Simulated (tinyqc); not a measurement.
Metal gate on a two-layer dielectric stack with fixed charge and a dipole: one step of the calculation.

Gate, layer 2, layer 1, p-type semiconductor; x runs from the gate inwards. Charges are counted in units of +q. psi is the band bending at the surface, positive towards inversion. Classical charge, Boltzmann statistics, no interface traps.

Question. Equivalent thickness and work-function difference. EOT = 3.9 (t1/e1 + t2/e2), Cox = eps0/(t1/e1 + t2/e2); phi_ms = pM - (chi + Eg - Vt ln(Nv/Na)).

Values chosen for this exercise; band and dielectric values close to those of silicon, layer 1 close to silicon dioxide, layer 2 close to hafnium oxide: temperature T = 300 K; band gap Eg = 1.11 eV; valence-band density of states at T Nv = 2.63e19 cm^-3; electron affinity chi = 4.13 eV; acceptor density Na = 8e16 cm^-3; work function of the gate metal pM = 4.64 eV; thickness of layer 1, next to the semiconductor t1 = 0.4 nm; relative permittivity of layer 1 e1 = 3.75; thickness of layer 2, next to the gate t2 = 5.1 nm; relative permittivity of layer 2 e2 = 22.8.

Constants: q = 1.602176634e-19 C, kB = 1.380649e-23 J/K, Vt = kB T/q, eps0 = 8.8541878128e-14 F/cm where lengths are in cm. Results are converted to the units shown.

Wanted: EOT; Cox; share of layer 1 in the EOT; phi_ms.

Answer.

EOT = 1.2884 nm
Cox = 2.6802 uF/cm^2
share of layer 1 in the EOT = 32.289 %
phi_ms = -0.45018 V

Numbers from tinyqc (`OMP_NUM_THREADS=1 python tinyqc.py 2010163 2010164 out.jsonl`; about 0.01 s on one thread of a shared Intel Xeon 2.30GHz).
